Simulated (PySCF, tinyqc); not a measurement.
LCCD on RHF in the sto-3g basis, for Li-, spin multiplicity 1, step by step. The basis has no diffuse functions, so it cannot describe the extra electron: this is an exercise in the method, not the real anion. The lowest restricted solution is unstable here: a spin-polarised one lies 0.0041 hartree lower (PySCF). One step of it, computed by the program tinyqc.

Task: Orthogonalisation. S = U s U^T; symmetric (Loewdin) form X = U s^(-1/2) U^T, so that X^T S X = 1.

overlap S, order 1Li 1s, 1Li 2s, 1Li 2px, 1Li 2py, 1Li 2pz:
```
[[1.000000, 0.241137, 0.000000, 0.000000, 0.000000],
 [0.241137, 1.000000, 0.000000, 0.000000, 0.000000],
 [0.000000, 0.000000, 1.000000, 0.000000, 0.000000],
 [0.000000, 0.000000, 0.000000, 1.000000, 0.000000],
 [0.000000, 0.000000, 0.000000, 0.000000, 1.000000]]
```

Give: eigenvalues of S; X.

Result:

eigenvalues of S: [0.7589, 1.0000, 1.0000, 1.0000, 1.2411]

X, order 1Li 1s, 1Li 2s, 1Li 2px, 1Li 2py, 1Li 2pz:
```
[[1.0228, -0.1252, 0.0000, 0.0000, 0.0000],
 [-0.1252, 1.0228, 0.0000, 0.0000, 0.0000],
 [0.0000, 0.0000, 1.0000, 0.0000, 0.0000],
 [0.0000, 0.0000, 0.0000, 1.0000, 0.0000],
 [0.0000, 0.0000, 0.0000, 0.0000, 1.0000]]
```
